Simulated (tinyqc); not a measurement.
Random telegraph noise from one oxide trap in a small MOSFET: time constants and noise against gate voltage.

An acceptor-like trap exchanges electrons with the channel. Inversion charge Q = Cox u, u = n Vt W0(exp((Vg - VT)/(n Vt))), W0 the Lambert function, n = nf, Cox = eps0 eox/tox; linear regime Id = (W/L) mu Q Vd. Relative to threshold the surface potential rises by Vt ln(u/u0) and the oxide voltage by the rest of Vg - VT, with u0 = n Vt W0(1).

N = Cox u/q; dpsi = Vt ln(u/u0); E = E0 - dpsi - (xt/tox)(Vg - VT - dpsi); capture time tc = 1/[(N/zi) vth s0 exp(-xt/lt - EB/Vt)]; emission time te = tc exp(-E/Vt); occupancy te/(tc + te). A = W L; threshold step dV = q (1 - xt/tox)/(Cox A); gm/Id = 1/(u + n Vt); relative step dI/I = (gm/Id) dV + asc mu/A. fc = (1/tc + 1/te)/(2 pi); rms = (dI/I) sqrt(tc te)/(tc + te).

Values chosen for this exercise; values of the order met in silicon transistors: temperature T = 250 K; relative permittivity of the gate insulator (close to aluminium oxide) eox = 8.91; insulator thickness tox = 2.7 nm; depth of the trap from the channel interface xt = 1.1 nm; trap level above the channel Fermi level at threshold E0 = 0.14 eV; capture prefactor s0 = 1e-16 cm^2; capture barrier (lattice relaxation) EB = 0.18 eV; tunnelling decay length lt = 0.15 nm; thermal velocity vth = 2.2e7 cm/s; thickness of the inversion layer zi = 2 nm; threshold voltage VT = 0.38 V; body factor nf = 1.08; gate width W = 22 nm; gate length L = 120 nm; mobility mu = 400 cm^2/(V s); scattering coefficient of the charged trap asc = 0 V s; drain voltage Vd = 0.05 V.

Constants: q = 1.602176634e-19 C, kB = 1.380649e-23 J/K, Vt = kB T/q, eps0 = 8.8541878128e-14 F/cm where lengths are in cm. Results are converted to the units shown.

Time constants and noise against gate voltage:
```
Vg (V)     E (eV)    tc (s)    te (s)  occupancy  dI/I (%)  fc (Hz)  rms dI/I (%)
0.4        0.1255  0.001498  4.415e-6   0.002940     2.740  3.615e4        0.1483
0.46      0.08839  5.543e-4  9.159e-6    0.01626     1.505  1.766e4        0.1903
0.52      0.05649  3.091e-4  2.246e-5    0.06772    0.9600     7602        0.2412
0.58      0.02701  2.083e-4  5.946e-5     0.2221    0.6875     3441        0.2858
0.64    -0.001188  1.553e-4  1.641e-4     0.5138    0.5301     1995        0.2649
0.7      -0.02860  1.231e-4  4.643e-4     0.7904    0.4292     1636        0.1747
0.76     -0.05548  1.017e-4  0.001336     0.9293    0.3595     1684       0.09218
0.82     -0.08200  8.645e-5  0.003888     0.9783    0.3088     1882       0.04504
0.88      -0.1082  7.509e-5   0.01142     0.9935    0.2703     2133       0.02178
```

Read the table: what changes, and by how much?

tc falls from 0.00150 to 7.51e-5 s as the channel fills and te rises from 4.42e-6 to 0.0114 s; they are equal at Vg = 0.637 V, where E = 0. The rms noise goes from 0.148 through a maximum of 0.286 (at Vg = 0.58 V among the rows listed) to 0.0218 %. The slope -Vt d ln(tc/te)/dVg is 0.619 between the first two rows and 0.437 between the last two; it tends to xt/tox = 0.407 only when the surface potential stops moving.

Range of the model: VT is taken as given; short-channel effects and the uneven flow of current among few electrons are left out.

tinyqc, about 0.01 s, one thread, Intel Xeon 2.30GHz (shared host): `OMP_NUM_THREADS=1 python tinyqc.py 2710169 2710170 out.jsonl`
